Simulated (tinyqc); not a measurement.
# AlGaN/GaN HEMT with access regions, lumped model: effect of the gate voltage

A polarisation-induced electron sheet under a Schottky gate, in series with two ungated access regions and contacts. Drift law v = mu E/(1 + mu E/vs) under the gate. Currents in mA/mm, resistances in ohm mm. No self-heating, no channel-length modulation; fits for polarisation, barrier and offset are chosen for the exercise.

sigma = (5e13 x + 1.6e13 x^2) cm^-2, phiB = 0.84 + 1.3 x, dEc = 0.7 (1.71 x + x^2) in volts, Cb = eps0 eps_r/d, VT = phiB - dEc - q sigma/Cb, access density n0 = -Cb VT/q. Access resistance R(L, n) = L/(q mu n sqrt(1 - (I/(q n vs))^2)); Rs = Rc + R(Ls, n0), Rd = Rc + R(Ld, (1 - ft) n0). Vg' = Vg - I Rs, Vd' = Vd - I (Rs + Rd); with u = Vg' - VT, Vc = vs Lg/mu and w the smaller of Vd' and Vc [sqrt(1 + 2 u/Vc) - 1] (0 if negative), the channel gives (mu Cb/Lg)(u w - w^2/2)/(1 + w/Vc). I equals that channel current. Isat is I at Vd = 10 V, gm = dIsat/dVg, Ron the limit of Vd/I at small Vd.

Values chosen for this exercise; values close to those of AlGaN/GaN structures: aluminium share of the barrier x = 0.25; barrier thickness d = 15 nm; relative permittivity of barrier and channel eps_r = 9.2; channel mobility mu = 1200 cm^2/(V s); saturation velocity vs = 1.3e7 cm/s; gate length Lg = 0.25 um; source access length Ls = 2 um; drain access length Ld = 8 um; resistance of each contact Rc = 0.32 ohm mm; share of the drain-access electrons removed by traps ft = 0.

Constants: q = 1.602176634e-19 C, eps0 = 8.8541878128e-14 F/cm where lengths are in cm. Results are converted to the units shown.

The same in every row: VT (V) = -3.161; n0 (cm^-2) = 1.071e13.

Results:

| Vg (V) | Ron (ohm mm) | Isat (mA/mm) | gm (mS/mm) |
|---|---|---|---|
| -2.8 | 6.558 | 56.43 | 219.7 |
| -2.2 | 5.894 | 207.3 | 271.6 |
| -1.6 | 5.740 | 376.1 | 288.6 |
| -0.3 | 5.629 | 757.9 | 293.6 |
| 0.3 | 5.606 | 932.3 | 287.0 |
| 0.9 | 5.589 | 1101 | 275.5 |
| 1.5 | 5.577 | 1262 | 259.3 |

Estimate the missing row, Vg = -1 V.

Computed row:

| Vg (V) | Ron (ohm mm) | Isat (mA/mm) | gm (mS/mm) |
|---|---|---|---|
| -1 | 5.672 | 551.5 | 294.7 |

With this row back in the table: As Vg goes from -2.8 to 1.5 V, Ron falls from 6.56 to 5.58 ohm mm, Isat rises from 56.4 to 1260 mA/mm and gm goes from 220 through a maximum of 295 (at Vg = -1 V among the rows listed) to 259 mS/mm. The ceiling Cb vs is 706 mS/mm. For Vg = -1 to 1.5 V the power passes 5 W/mm, where self-heating, left out here, lowers the current. At Vg = 1.5 V Vg comes within 0.2 V of phiB or passes it, so at low drain current, as for Ron, the Schottky gate would conduct.

Numbers from tinyqc (`OMP_NUM_THREADS=1 python tinyqc.py 2570142 2570143 out.jsonl`; about 0.01 s on one thread of a shared Intel Xeon 2.30GHz).
